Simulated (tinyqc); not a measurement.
Ballistic transport through the one-dimensional subbands of a rectangular nanowire or nanosheet channel: one step, computed by the program tinyqc.

Hard walls, parabolic subbands, transport along x. Energies are counted from the bulk conduction band edge at the top of the barrier, which the gate pulls down by U; the source Fermi level lies at the bulk edge when U = 0.

Problem. Subbands. E_pq = (hbar^2 pi^2/2)(p^2/(m_y b^2) + q^2/(m_z a^2)); valley pairs: (m_x, m_y, m_z) = (m_t, m_t, m_l), (m_t, m_l, m_t), (m_l, m_t, m_t), each with degeneracy g = 2; the 10 lowest subbands are kept.

Inputs (values chosen for the exercise, modelled on silicon):

| quantity | value | unit |
|---|---|---|
| light mass m_t | 0.19 | m_0 |
| heavy mass m_l | 0.922 | m_0 |
| height a | 3 | nm |
| width b | 6.4 | nm |

Valleys: silicon [100] wire.

Constants: hbar^2/(2 m_0) = 3.80998212 eV angstrom^2; k_B = 8.617333262e-05 eV/K.

Give: Subbands.

Solution.

Subbands:

| valley axis | p | q | E (meV) | m_x (m_0) |
|---|---|---|---|---|
| z | 1 | 1 | 93.63 | 0.190 |
| z | 1 | 2 | 229.58 | 0.190 |
| y | 1 | 1 | 229.86 | 0.190 |
| z | 2 | 1 | 238.59 | 0.190 |
| y | 2 | 1 | 259.73 | 0.190 |
| x | 1 | 1 | 268.22 | 0.922 |
| y | 3 | 1 | 309.51 | 0.190 |
| z | 2 | 2 | 374.54 | 0.190 |
| y | 4 | 1 | 379.21 | 0.190 |
| x | 2 | 1 | 413.17 | 0.922 |
